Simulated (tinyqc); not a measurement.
What moves the results: free-carrier optics of a doped semiconductor (Drude model with one polar phonon). A value that a table varies takes the place of the one given here.

eps(E) = ei [1 - Ep^2/(E^2 + i E Gam)] + (es - ei) wT^2/(wT^2 - E^2 - i E gT), with Ep^2 = 8 pi c (e^2/(4 pi eps0)) N/(m ei), c = hbar^2/2m0, N in 1/angstrom^3 (1e-24 per 1/cm^3); Gam = hbar/tau, tau = mu m m0/e with m0/e = 5.685630e-12 kg/C and mu in m^2/(V s). Energies in meV.

n + i k = sqrt(eps1 + i eps2) with k >= 0; R = ((n - 1)^2 + k^2)/((n + 1)^2 + k^2) at normal incidence from vacuum; alpha = 2 E k/(hbar c), times 1e8 for 1/cm; loss function Im(-1/eps) = eps2/(eps1^2 + eps2^2).

Constants: hbar^2/2m0 = 3.80998211 eV angstrom^2; e^2/(4 pi eps0) = 14.39964547 eV angstrom; hbar = 6.58211957e-16 eV s; hbar c = 1973.269805 eV angstrom.

Parameters, chosen for this exercise (mass and dielectric values near those of GaN; N and mu are free inputs; interband absorption and the rise of the mass with filling are left out; the results hold for these values, not for the real material): m = 0.191 m0 (conductivity mass); ei = 5.35 (high-frequency dielectric constant); wT = 68.8 meV (TO phonon); es = 9.5 (static dielectric constant); N = 2.6e+19 1/cm^3 (carrier density); mu = 77 cm^2/(V s) (mobility); gT = 0.4 meV (phonon damping); E = 92.4 meV (photon energy).

## The coupled modes against doping

L-, L+ solve E^4 - (wL^2 + Ep^2) E^2 + Ep^2 wT^2 = 0, wL = wT sqrt(es/ei); damping left out; energies in meV.

Modes:
```
N (1/cm^3),Ep,L-,L+,Ep sqrt(ei/es)
2.0e+17,16.43,12.24,92.33,12.33
6.0e+17,28.45,20.89,93.69,21.35
2.0e+18,51.95,36.10,99.00,38.98
4.0e+18,73.47,46.93,107.70,55.13
6.0e+18,89.98,52.88,117.07,67.52
1.0e+19,116.16,58.86,135.77,87.17
2.0e+19,164.28,63.87,176.95,123.28
6.0e+19,284.54,67.20,291.29,213.53
2.0e+20,519.49,68.33,523.08,389.85
```

wL = 91.68 meV

What does this show, and why?

At low density L- follows Ep sqrt(ei/es) (12.24 against 12.33), a plasmon screened by the lattice, and L+ starts at wL. At the highest density L- has come within 0.47 meV of wT, since the carriers screen the field that lifts wL, and L+ is within 3.58 meV of Ep. The branches are closest, 60.77 meV, at 4e+18 1/cm^3 of those listed. The mass is held fixed, while in a real band it rises with filling.

## Reflectance across the plasma edge

Spectrum:
```
E (meV),eps1,eps2,R,alpha (1/cm)
18.7,-18.84,120.71,0.791,1.59e+04
56.2,-2.24,28.28,0.605,2.23e+04
93.7,-12.04,10.57,0.715,3.56e+04
131.1,-4.25,4.83,0.561,3.07e+04
159.2,-1.55,2.95,0.393,2.52e+04
187.3,0.16,1.91,0.178,1.78e+04
206.0,0.97,1.48,0.084,1.32e+04
234.1,1.88,1.04,0.052,8.66e+03
281.0,2.88,0.62,0.072,5.15e+03
374.6,3.92,0.27,0.109,2.58e+03
561.9,4.70,0.08,0.136,1.07e+03
936.5,5.11,0.02,0.150,375
```

What does this show, and why?

Ep = 187.3 meV and Gam = 78.7 meV. R is 0.791 at the lowest energy and lowest, 0.052, at 234.1 meV of those listed; without damping and phonon it would vanish at Ep sqrt(ei/(ei - 1)) = 207.7 meV. At the highest energy R is 0.150, against 0.157 for ei alone. Between the last two rows alpha goes as E^-2.06, where the Drude limit far above Ep and Gam is E^-2. Inside the metallic range the phonon cuts a dip in R near L-, below wT = 68.8 meV, which the rows may miss.

## Free-carrier absorption and index change in the near infrared

At the wavelengths listed E = hc/lambda (hc = 1239.841984 eV nm). Approximate forms: alpha = ei Ep^2 Gam/(E^2 sqrt(ei) hbar c) and dn = -sqrt(ei) Ep^2/(2 E^2). The phonon term is left out here.

Free carriers:
```
lambda (micrometre),E (meV),alpha (1/cm),"alpha, approximate",dn,"dn, approximate"
1.31,946.4,366,361,-0.0454,-0.0453
1.55,799.9,515,506,-0.0637,-0.0634
2.00,619.9,869,842,-0.106,-0.106
3.00,413.3,2.04e+03,1.90e+03,-0.241,-0.238
5.00,248.0,6.80e+03,5.26e+03,-0.685,-0.660
8.00,155.0,2.26e+04,1.35e+04,-1.22,-1.69
10.60,117.0,2.86e+04,2.37e+04,-0.997,-2.97
```

How do the results move?

At 1.55 micrometre alpha = 515 1/cm and dn = -0.0637; a phase shift of pi needs a length lambda/(2 |dn|) = 12.2 micrometre, over which the loss is 2.72 dB. The approximate alpha is within 5 % up to 2 micrometre of the wavelengths listed; it needs photon energies well above both Ep and Gam, which lie at 6.6 and 15.8 micrometre. Interband and intervalley absorption are left out.

## What moves the optical constants

At the energy E. Each row changes one parameter from the base and keeps the others.

Results:
```
case,Ep (meV),Gam (meV),R,alpha (1/cm)
base,187.31,78.72,0.7213,3.58e+04
N = 3.9e+19 1/cm^3,229.40,78.72,0.7636,4.39e+04
m = 0.2292 m0,170.99,65.60,0.7388,3.43e+04
mu = 46.2 cm^2/(V s),187.31,131.19,0.6080,2.94e+04
ei = 5.62,182.75,78.72,0.7104,3.51e+04
E = 110.9 meV,187.31,78.72,0.6476,3.35e+04
```

What does this show?

The largest shifts from the base row, up to three for each result and ties (the steps differ in size, so this ranks the rows, not the parameters). Ep (meV): N +42.10, m -16.32, ei -4.55; unchanged at the printed digits by mu and E. Gam (meV): mu +52.48, m -13.12; unchanged at the printed digits by N, ei and E. R: mu -0.1133, E -0.0737, N +0.0423. alpha (1/cm): N +8.11e+03, mu -6.38e+03, E -2.30e+03.

Computed by tinyqc, a small Python program: `OMP_NUM_THREADS=1 python tinyqc.py 1650403 1650404 out.jsonl` (the numbers bound the seed that draws the inputs); one thread of a shared host (Intel(R) Xeon(R) Processor @ 2.30GHz), about 0.01 s for the whole set of steps.
